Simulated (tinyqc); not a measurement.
# Rectangular fin or nanosheet with a gate all round, subbands and threshold shift from confinement: what changes with what

Undoped body with a flat potential across it, hard walls, transport along x. Three valley pairs (g = 2 each) with the longitudinal mass along x, y or z. Non-parabolicity enters the subband edges through E (1 + al E) = gamma, so E = 2 gamma/(1 + sqrt(1 + 4 al gamma)); motion within a subband is taken as parabolic with the band-edge mass. Energies are counted from the bulk band edge.

Parameters, values chosen for the exercise; masses close to those of silicon: temperature T = 300 K; longitudinal mass ml = 0.932 m0; transverse mass mt = 0.192 m0; non-parabolicity al = 0 1/eV; width (along y) t = 5.1 nm; widening of the box by penetration into the insulator dl = 0.3 nm; gate capacitance per area of interface Cg = 2.2 uF/cm^2; height (along z) H = 7.6 nm.

Constants: q = 1.602176634e-19 C, kB = 1.380649e-23 J/K, hbar = 1.054571817e-34 J s, m0 = 9.1093837015e-31 kg, Vt = kB T/q, hbar^2/(2 m0) = 0.0380998212 eV nm^2. Results are converted to the units shown.

Each table varies one quantity; the others keep the values above.

## Confinement against the height

gamma = C pi^2 [a^2/(my (t + dl)^2) + b^2/(mz (H + dl)^2)], C = hbar^2/(2 m0). Each subband has N_k = g sqrt(2 mx m0 kB T/(pi hbar^2)); without degeneracy n = exp(EF/Vt) sum N_k exp(-E_k/Vt). Classical value Nc times t H, Nc = sum over valleys of 2 g (m m0 kB T/(2 pi hbar^2))^1.5 with m = (mx my mz)^(1/3). Threshold shift dVT = Vt ln(classical value/sum N_k exp(-E_k/Vt)). With degeneracy n = sum N_k F((EF - E_k)/Vt), F(x) = (1/sqrt(pi)) int_0^infinity u^(-1/2) du/(1 + exp(u - x)); gate: Vg = EF + q n/(Cg P), P = 2 (t + H), summed over the 60 lowest subbands at most, with Vg counted from the value that would put EF at the bulk band edge of an empty body. The last two columns are for Vg = 0.5 V; sensitivity d(dVT)/dH by central differences between 0.99 and 1.01 times the value.

Result of one run:
```
H (nm)  E_1 (meV)  gap to the next edge (meV)  dVT (mV)  sensitivity (mV/nm)  n/P (cm^-2)  share of the lowest subband (%)
6.4         57.46                       18.69     57.96               -6.878     5.726e12                            31.59
```

What becomes of these results when the height (along z) H is changed from 6.4 to 13 nm, all else the same?

Result of the changed run:
```
H (nm)  E_1 (meV)  gap to the next edge (meV)  dVT (mV)  sensitivity (mV/nm)  n/P (cm^-2)  share of the lowest subband (%)
13          24.91                       33.22     40.93              -0.9451     6.035e12                            22.26
```

The whole series:
```
H (nm)  E_1 (meV)  gap to the next edge (meV)  dVT (mV)  sensitivity (mV/nm)  n/P (cm^-2)  share of the lowest subband (%)
3.1         102.1                       81.19     102.1               -17.92     4.784e12                            74.17
4.4         85.43                       17.07     80.00               -15.69     5.370e12                            39.37
6.4         57.46                       18.69     57.96               -6.878     5.726e12                            31.59
9.2         35.54                       36.10     46.58               -2.346     5.913e12                            28.06
13          24.91                       33.22     40.93              -0.9451     6.035e12                            22.26
19          19.09                       15.77     37.32              -0.3847     6.128e12                            16.26
28          16.28                       7.336     35.07              -0.1624     6.191e12                            11.40
40          15.04                       3.618     33.74             -0.07558     6.231e12                            8.112
```

As H grows from 3.1 to 40 nm, E_1 falls from 102 to 15.0 meV and dVT falls from 102 to 33.7 mV. E_1 goes as H^(-0.51) at the thin end; an error of 0.2 nm moves the threshold by 3.6 mV in the first row and 0.015 mV in the last. The charge per interface area rises from 4.78e12 to 6.23e12 cm^-2. In every row the charge in the last two columns would bend the potential across the body noticeably, which is left out.

## Charge and subband filling against gate voltage

Same model as above.

Each subband has N_k = g sqrt(2 mx m0 kB T/(pi hbar^2)). Cq = q dn/dEF.

Charge and subband filling against gate voltage:
```
Vg (V)  EF - E_1 (eV)  n (cm^-1)  n/P (cm^-2)  share of the lowest subband (%)  Cq/(Cg P)  total C/(Cg P)
-0.1          -0.1461    2.973e4     1.171e10                            48.05    0.03293         0.03188
0.02         -0.05393    1.002e6     3.943e11                            46.46      1.060          0.5146
0.15         -0.01359    4.128e6     1.625e12                            41.76      3.867          0.7945
0.28         0.007495    7.927e6     3.121e12                            36.98      6.618          0.8687
0.4           0.02127    1.163e7     4.580e12                            33.20      8.851          0.8985
0.53          0.03321    1.575e7     6.201e12                            29.84      10.94          0.9162
0.65          0.04261    1.961e7     7.719e12                            27.30      12.58          0.9264
0.78          0.05168    2.383e7     9.380e12                            25.02      14.08          0.9337
0.9           0.05933    2.774e7     1.092e13                            23.27      15.25          0.9385
```

What does the comparison show?

EF passes E_1 = 0.0452 eV at Vg = 0.227 V. The share of the lowest subband falls from 48.1 to 23.3 % and the total capacitance rises from 0.0319 to 0.938 of Cg P. In the last row 6.4 % of an added gate voltage goes into raising EF (from the last two rows). For Vg = 0.15, 0.28, 0.4, 0.53, 0.65, 0.78, 0.9 the charge would bend the potential across the body noticeably, which is left out.

Computed by the program tinyqc: `OMP_NUM_THREADS=1 python tinyqc.py 2350082 2350083 out.jsonl`, one thread of a shared Intel Xeon 2.30GHz, about 0.2 s for the whole run.
